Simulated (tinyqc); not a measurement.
Across the gap: metal-induced gap states at the contact of a metal chain and a two-band chain.

The semiconductor alternates sites A at -Eg/2 and C at +Eg/2 with hopping -t; the gap runs from -Eg/2 to Eg/2. In the gap cosh(q a) = 1 + (Eg^2/4 - E^2)/(2 t^2) and the amplitude changes by -exp(-q a) a period. The metal has site energy 0 and hopping -tm; its end site has g_m = (E - i sqrt(4 tm^2 - E^2))/(2 tm^2). Sites 1, 2, ... count into the semiconductor, with energies e1, e2 alternating. The clean half chain has g1 = 1/(E - e1 - t^2 g2), g2 = 1/(E - e2 - t^2 g1), decaying root. With the contact G11 = 1/(1/g1 - tc^2 g_m), and the density on site j is -Im G_jj/pi = |psi_j/psi_1|^2 (-Im G11/pi), per spin, with psi_2/psi_1 = -t g2, psi_3/psi_2 = -t g1.

Inputs chosen for the exercise (gap and optical dielectric constant near those of Si; the chain itself is a model; the results hold for these values, not for the real material): Eg = 1.06 eV (gap); t = 3.08 eV (hopping in the semiconductor); tm = 2.4 eV (hopping in the metal); tc = 1.45 eV (hopping across the contact); end = A (site that touches the metal); a = 3.84 angstrom (period (two sites); one chain for each area a^2).

E = f Eg. Share on C: the part of the summed density that lies on C sites, whose orbitals make the conduction edge.

Gap states:
```
f      E (eV)  xi = 1/(2q) (angstrom)  D1 (1/eV)  D2 (1/eV)  sum (1/eV)  share on C
-0.48  -0.509                   39.85     0.2630     0.0051      2.9188       0.019
-0.40  -0.424                   18.60     0.1321     0.0132      0.7791       0.091
-0.30  -0.318                   13.96     0.0756     0.0165      0.3828       0.179
-0.15  -0.159                   11.71     0.0402     0.0184      0.2096       0.314
0.00    0.000                   11.17     0.0232     0.0195      0.1468       0.457
0.15    0.159                   11.71     0.0131     0.0207      0.1208       0.612
0.30    0.318                   13.96     0.0064     0.0223      0.1192       0.777
0.40    0.424                   18.60     0.0030     0.0240      0.1446       0.890
0.48    0.509                   39.85     0.0006     0.0267      0.2972       0.979
```

The decay length xi of the density is shortest at mid-gap, 11.17 angstrom, and grows to 39.9 near the edges. The summed density is least at f = 0.3 (0.1192) and largest at f = -0.48 (2.9188 1/eV). The share on C goes from 0.02 to 0.98 and passes one half near f = +0.042, a point that depends on which site ends the chain. The states turn from valence-like to conduction-like across the gap; the branch point, where the decay is fastest, lies at mid-gap in this symmetric chain and is the usual estimate of the neutrality level.

Computed by tinyqc, a small Python program: `OMP_NUM_THREADS=1 python tinyqc.py 1481103 1481104 out.jsonl` (the numbers bound the seed that draws the inputs); one thread of a shared host (Intel(R) Xeon(R) Processor @ 2.30GHz), about 0.01 s for the whole set of steps.
